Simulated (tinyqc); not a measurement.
Fermi-Dirac statistics of conduction electrons: one step. Burstein-Moss edge. Four cases, with inputs chosen for the exercise.

Problem. Vertical transitions from the heavy-hole band reach half-empty states at the k where the conduction energy equals EF: k^2 = E (1 + alpha E) m/c with E = EF - Ec and c = hbar^2/2m0; edge = Eg + E + c k^2/mh. Gap narrowing by many-body effects is left out.

Constants: hbar^2/2m0 = 3.80998211 eV angstrom^2.

Case 1.

Values chosen (near those of InP, lowest valleys alone; shifted at random, so the results belong to these values and not to a real crystal): alpha = 0.59 1/eV (non-parabolicity); m = 0.0794 m0 (density-of-states mass of the conduction band); mh = 0.609 m0 (heavy-hole mass); Eg = 1.427 eV (gap).

EF - Ec = 14.9795 meV

Case 2.

Values chosen (near those of InP, lowest valleys alone; shifted at random, so the results belong to these values and not to a real crystal): alpha = 0.62 1/eV (non-parabolicity); m = 0.0789 m0 (density-of-states mass of the conduction band); mh = 0.603 m0 (heavy-hole mass); Eg = 1.362 eV (gap).

EF - Ec = 42.3121 meV

Case 3.

Values chosen (near those of GaAs, lowest valleys alone; shifted at random, so the results belong to these values and not to a real crystal): alpha = 0.61 1/eV (non-parabolicity); m = 0.0667 m0 (density-of-states mass of the conduction band); mh = 0.495 m0 (heavy-hole mass); Eg = 1.426 eV (gap).

EF - Ec = 61.0955 meV

Case 4.

Values chosen (near those of InSb, lowest valleys alone; shifted at random, so the results belong to these values and not to a real crystal): alpha = 4.31 1/eV (non-parabolicity); m = 0.0135 m0 (density-of-states mass of the conduction band); mh = 0.421 m0 (heavy-hole mass); Eg = 0.226 eV (gap).

EF - Ec = 36.6635 meV

Give: k; hole energy; edge.

Solution.

Case 1.

k = 0.01775 1/angstrom
hole energy = 0.0020 eV
edge = 1.4439 eV

The edge moves up by 16.9 meV, of which the valence band supplies 12 %.

Case 2.

k = 0.02999 1/angstrom
hole energy = 0.0057 eV
edge = 1.4100 eV

The edge moves up by 48.0 meV, of which the valence band supplies 12 %.

Case 3.

k = 0.03331 1/angstrom
hole energy = 0.0085 eV
edge = 1.4956 eV

The edge moves up by 69.6 meV, of which the valence band supplies 12 %.

Case 4.

k = 0.01227 1/angstrom
hole energy = 0.0014 eV
edge = 0.2640 eV

The edge moves up by 38.0 meV, of which the valence band supplies 4 %.

Computed by tinyqc, one run a case: `OMP_NUM_THREADS=1 python tinyqc.py N N+1 out.jsonl` with N = 1652025, 1680070, 1680138, 1680704; one thread of a shared Intel(R) Xeon(R) Processor @ 2.30GHz, about 0.01 s a run at most.
